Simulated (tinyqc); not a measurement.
Inside a calculation. Method: one-electron ion in a basis of Gaussians. One step of it, computed by the program tinyqc.

Problem. Matrices over normalised Gaussians. With p = a_i + a_j and I(k) = Gamma((k+1)/2) / (2 p^((k+1)/2)): S = I(2l+2), T = (2l+3) a_i a_j S / p, V = -Z I(2l+1), each divided by sqrt(S_ii S_jj).

exponents of r^l exp(-a r^2) (1/bohr^2): 2.111000  10.380000  51.060000  251.100000  1235.000000  6075.000000

Z = 6

l = 0

Give: S; T; V.

Solution.

S:
```
        1       2       3       4       5       6
1  1.0000  0.6489  0.2440  0.0775  0.0237  0.0072
2  0.6489  1.0000  0.6487  0.2440  0.0775  0.0237
3  0.2440  0.6487  1.0000  0.6488  0.2440  0.0775
4  0.0775  0.2440  0.6488  1.0000  0.6488  0.2440
5  0.0237  0.0775  0.2440  0.6488  1.0000  0.6488
6  0.0072  0.0237  0.0775  0.2440  0.6488  1.0000
```

T (hartree):
```
        1        2        3         4          5          6
1  3.1665   3.4149   1.4841    0.4870     0.1499     0.0455
2  3.4149  15.5700  16.7890    7.2970     2.3943     0.7371
3  1.4841  16.7890  76.5900   82.5937    35.8981    11.7777
4  0.4870   7.2970  82.5937  376.6500   406.1581   176.5078
5  0.1499   2.3943  35.8981  406.1581  1852.5000  1997.5423
6  0.0455   0.7371  11.7777  176.5078  1997.5423  9112.5000
```

V (hartree):
```
          1         2         3          4          5          6
1  -13.9112  -15.5263  -12.0477    -8.3545    -5.6475    -3.7973
2  -15.5263  -30.8475  -34.4278   -26.7144   -18.5245   -12.5219
3  -12.0477  -34.4278  -68.4166   -76.3590   -59.2517   -41.0857
4   -8.3545  -26.7144  -76.3590  -151.7206  -169.3318  -131.3893
5   -5.6475  -18.5245  -59.2517  -169.3318  -336.4765  -375.5293
6   -3.7973  -12.5219  -41.0857  -131.3893  -375.5293  -746.2674
```
